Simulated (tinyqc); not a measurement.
Inside a calculation. Model: floating body of a partially depleted SOI transistor: body voltage and kink.

Computed by the program tinyqc: `OMP_NUM_THREADS=1 python tinyqc.py 2182154 2182155 out.jsonl`, one thread of a shared Intel Xeon 2.30GHz, about 0.2 s for the whole run. Printed values are rounded.

Source at 0 V. Channel current Ic = 2 nf K Vt^2 [F(0) - F(Vd)](1 + la Vd), F(V) = ln^2(1 + exp((Vg - VT - nf V)/(2 nf Vt))), VT = VT0 - gb Vb. Saturation voltage Vs = 2 Vt sqrt(F(0)) + 3 Vt, excess Ve = (Vd - Vs + sqrt((Vd - Vs)^2 + 0.0004 V^2))/2, multiplication M1 = Ai Ve exp(-Bl/Ve). Each junction passes D(v) = J1 (exp(v/Vt) - 1) + J2 (exp(v/(2 Vt)) - 1). Bipolar current Ib = bb J1 (exp(Vb/Vt) - 1). The body settles where M1 (Ic + Ib) = D(Vb) + D(Vb - Vd) + Vb/Rb; drain current Id = (1 + M1)(Ic + Ib) - D(Vb - Vd).

Parameters, values chosen for the exercise; values of the order met in partially depleted silicon-on-insulator transistors:
- T = 358 K (temperature)
- VT0 = 0.31 V (threshold at zero body voltage)
- gb = 0.11 (fall of the threshold per volt of body voltage)
- nf = 1.4 (slope factor)
- K = 260 uA/(V^2 um) (gain factor per width)
- la = 0.06 1/V (channel-length modulation factor)
- Ai = 3.61 1/V (impact-ionisation prefactor)
- Bl = 8.5 V (impact-ionisation voltage)
- J1 = 9.5e-11 uA/um (diffusion saturation current of each junction)
- J2 = 1.6e-7 uA/um (recombination saturation current of each junction)
- bb = 0.5 (gain of the lateral bipolar transistor on the diffusion current)
- Rb = 20000 kohm um (resistance of a weak body tie to the source (1e9 stands for no tie, and the term is then dropped))
- Vg = 0.71 V (gate voltage)
- Vd = 1.6 V (drain voltage)

Constants: q = 1.602176634e-19 C, kB = 1.380649e-23 J/K, Vt = kB T/q. Results are converted to the units shown.

Range of the model: The multiplication law is an empirical form chosen for the exercise; self-heating and capacitive coupling to the body are left out, and the linear laws are rough once Vb passes about 0.7 V or M1 about 0.1.

## Starting value

Vb = 0.53 V.

Vb at the start = 0.53 V

## Iteration 1: new Vb

Current into the body I_in = M1 (Ic + Ib) - D(Vb - Vd), current out I_out = D(Vb) + Vb/Rb; f = ln(I_in/I_out), s = df/dVb by central differences over 1e-5 V, Vb(new) = Vb - f/s.

Ic = 21.4159 uA/um
Ve = 1.17987 V
M1 = 0.00316672
I_in = 0.0678227 uA/um
I_out = 0.0301071 uA/um
f = 0.812134
s = -5.14571 1/V
Vb after iteration 1 = 0.687827 V

## Iteration 2: new Vb

As before.

Ic = 23.0600 uA/um
Ve = 1.16753 V
M1 = 0.00290377
I_in = 0.0676259 uA/um
I_out = 0.503299 uA/um
f = -2.00719
s = -29.7221 1/V
Vb after iteration 2 = 0.620295 V

## Iteration 3: new Vb

As before.

Ic = 22.3489 uA/um
Ve = 1.17281 V
M1 = 0.00301416
I_in = 0.0674406 uA/um
I_out = 0.0860170 uA/um
f = -0.243298
s = -20.6541 1/V
Vb after iteration 3 = 0.608516 V

## Course of the iteration

Stop when the step is below 1e-10 V, or after 40 iterations.

Course of the iteration:

| iteration | Vb before the step (V) | step (V) |
|---|---|---|
| 1 | 0.53 | 0.158 |
| 2 | 0.687827 | -0.0675 |
| 3 | 0.620295 | -0.0118 |
| 4 | 0.608516 | -8.33e-4 |
| 5 | 0.607683 | -4.33e-6 |
| 6 | 0.607679 | -1.17e-10 |
| 7 | 0.607679 | 0 |

Converged in 7 iterations.

## Drain current with floating and with grounded body

converged Vb = 0.607679 V

Id and VT at the converged Vb, Id at Vb = 0, their ratio, and the bipolar share Ib/(Ic + Ib).

VT = 0.243155 V
Id, floating = 22.3018 uA/um
Id, grounded = 16.4201 uA/um
ratio = 1.35820
bipolar share = 0.0766169 %

The body rises to 0.608 V and lowers the threshold by 66.8 mV.
